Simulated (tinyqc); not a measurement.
Composition from the perpendicular lattice constant.

Inverse problem. The layer is x parts of the first compound and 1 - x of the second, grown coherently on the second as substrate and barrier. Rows of the table: lattice constant a, average valence level Ea on an absolute scale, spin-orbit splitting so, gaps at Gamma, X and L, hydrostatic deformation potentials av and ac (Gamma), shear potential b, elastic constants, electron and heavy-hole (along z) masses. All are interpolated linearly in x; gaps get -C x (1 - x), taken wholly in the conduction band; real line-ups can differ from this model by 0.1 eV or more. In-plane strain e = (a_substrate - a)/a, e_z = -2 (c12/c11) e, volume change 2 e + e_z. X-ray diffraction gives a_z = a (1 + e_z) of the coherent layer. Find x, e and the relaxed Gamma gap.

Inputs (values chosen for the exercise): bowing of the Gamma gap CG = 0.19 eV; bowing of the X gap CX = 0.24 eV; bowing of the L gap CL = 0.16 eV.

Binary compounds, values chosen for the exercise:
```
,close to GaP,close to GaAs
a (angstrom),5.451,5.653
Ea (eV),-7.4,-6.92
so (eV),0.0803,0.344
EG (eV),2.78,1.41
EX (eV),2.23,1.88
EL (eV),2.6,1.69
av (eV),1.7,1.15
ac (eV),-7.23,-7.16
b (eV),-1.81,-1.71
c11 (GPa),142,119
c12 (GPa),62.8,54.4
me (m0),0.13,0.068
mh (m0),0.329,0.353
```

lattice constant along the growth direction = 5.59515410 angstrom

Solution. a_z changes steadily with x, about (1 + 2 c12/c11) times as fast as the relaxed lattice constant, so one composition matches.

x = 0.150
e = 0.539 %
relaxed Gamma gap = 1.59 eV

Computed by the program tinyqc: `OMP_NUM_THREADS=1 python tinyqc.py 2690066 2690067 out.jsonl`, one thread of a shared Intel Xeon 2.30GHz, about 0.01 s for the whole run.
